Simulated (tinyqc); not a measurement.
# Quantum-well laser, gain and threshold: several studies

One electron and one heavy-hole subband per well, parabolic, with equal sheet densities n of electrons and holes; k-conserving transitions, TE polarisation, no line broadening, so the gain starts as a step at E0 and peaks there. All wells are pumped alike.

Parameters, values chosen for the exercise; well values close to those of gallium arsenide: temperature T = 400 K; lowest transition energy E0 = 1.52 eV; in-plane electron mass me = 0.0717 m0; in-plane hole mass mh = 0.337 m0; Kane energy Ep = 27.1 eV; refractive index nr = 3.59; well width Lw = 4 nm; number of wells Nw = 6; optical confinement per well Gw = 0.014; internal loss ai = 2 1/cm; cavity length Lc = 250 um; front reflectance R1 = 0.32; back reflectance R2 = 0.9; defect recombination coefficient A = 8e7 1/s; radiative coefficient per well B = 9.4e-5 cm^2/s; Auger coefficient per well C = 1.2e-17 cm^4/s; injection efficiency eta = 0.83; stripe width Wd = 5 um.

Constants: q = 1.602176634e-19 C, kB = 1.380649e-23 J/K, eps0 = 8.8541878128e-12 F/m, hbar = 1.054571817e-34 J s, m0 = 9.1093837015e-31 kg, c = 299792458 m/s. Results are converted to the units shown.

Each table varies one quantity; the others keep the values above.

## Effect of the cavity length

Nc = me kB T/(pi hbar^2), Nv = mh kB T/(pi hbar^2), mr = me mh/(me + mh) in m0, g0(E) = q^2 Ep mr/(4 nr eps0 c hbar E Lw) (squared momentum element m0 Ep/4, joint density of states mr/(pi hbar^2 Lw) for both spins). Peak gain g(n) = g0(E0)[1 - exp(-n/Nc) - exp(-n/Nv)]. Mirror loss am = ln(1/(R1 R2))/(2 Lc); threshold gain gth = (ai + am)/(Nw Gw). nth solves g(n) = gth and ntr solves g(n) = 0. Jth = q Nw (A n + B n^2 + C n^3)/eta at n = nth, Ith = Jth Wd Lc; differential efficiency of both facets eta am/(ai + am).

The same in every row: ntr (cm^-2) = 1.418e12.

Effect of the cavity length:

| Lc (um) | gth (1/cm) | nth (cm^-2) | Jth (A/cm^2) | Ith (mA) | differential efficiency |
|---|---|---|---|---|---|
| 100 | 764.8 | 1.536e12 | 449.5 | 2.248 | 0.8042 |
| 160 | 486.9 | 1.492e12 | 426.7 | 3.413 | 0.7894 |
| 250 | 320.2 | 1.466e12 | 413.6 | 5.170 | 0.7683 |
| 400 | 209.0 | 1.449e12 | 405.1 | 8.103 | 0.7355 |
| 630 | 141.4 | 1.439e12 | 400.1 | 12.60 | 0.6903 |
| 1000 | 97.90 | 1.432e12 | 396.8 | 19.84 | 0.6282 |
| 1600 | 70.12 | 1.428e12 | 394.8 | 31.58 | 0.5482 |
| 2500 | 53.45 | 1.426e12 | 393.6 | 49.20 | 0.4603 |
| 4000 | 42.33 | 1.424e12 | 392.8 | 78.56 | 0.3632 |

As Lc goes from 100 to 4000 um, gth falls from 765 to 42.3 1/cm, Jth falls from 450 to 393 A/cm^2 and Ith rises from 2.25 to 78.6 mA.

## Effect of the number of wells

Same model as above.

The same in every row: ntr (cm^-2) = 1.418e12; differential efficiency = 0.7683.

Effect of the number of wells:

| Nw | gth (1/cm) | nth (cm^-2) | Jth (A/cm^2) | Ith (mA) |
|---|---|---|---|---|
| 1 | 1921 | 1.734e12 | 93.46 | 1.168 |
| 2 | 960.6 | 1.568e12 | 155.5 | 1.943 |
| 3 | 640.4 | 1.516e12 | 219.6 | 2.745 |
| 4 | 480.3 | 1.491e12 | 284.1 | 3.551 |
| 5 | 384.2 | 1.476e12 | 348.8 | 4.360 |
| 6 | 320.2 | 1.466e12 | 413.6 | 5.170 |
| 8 | 240.1 | 1.454e12 | 543.3 | 6.791 |
| 10 | 192.1 | 1.446e12 | 673.1 | 8.414 |

What does the comparison show?

As Nw goes from 1 to 10, gth falls from 1920 to 192 1/cm, Jth rises from 93.5 to 673 A/cm^2 and Ith rises from 1.17 to 8.41 mA. Each added well must be pumped to transparency, which costs more than the lower gain saves.

## Effect of the front reflectance

Same model as above.

The same in every row: ntr (cm^-2) = 1.418e12.

Effect of the front reflectance:

| R1 | gth (1/cm) | nth (cm^-2) | Jth (A/cm^2) | Ith (mA) | differential efficiency |
|---|---|---|---|---|---|
| 0.01 | 1145 | 1.599e12 | 483.1 | 6.038 | 0.8127 |
| 0.03 | 883.8 | 1.555e12 | 459.7 | 5.746 | 0.8076 |
| 0.05 | 762.2 | 1.536e12 | 449.3 | 5.616 | 0.8041 |
| 0.1 | 597.1 | 1.509e12 | 435.6 | 5.445 | 0.7969 |
| 0.2 | 432.1 | 1.483e12 | 422.3 | 5.279 | 0.7843 |
| 0.32 | 320.2 | 1.466e12 | 413.6 | 5.170 | 0.7683 |
| 0.5 | 213.9 | 1.450e12 | 405.5 | 5.069 | 0.7376 |
| 0.8 | 102.0 | 1.433e12 | 397.1 | 4.964 | 0.6363 |

As R1 goes from 0.01 to 0.8, gth falls from 1150 to 102 1/cm, Jth falls from 483 to 397 A/cm^2 and Ith falls from 6.04 to 4.96 mA.

Program tinyqc, `OMP_NUM_THREADS=1 python tinyqc.py 2840013 2840014 out.jsonl`; Intel Xeon 2.30GHz, shared host, one thread, about 0.01 s.
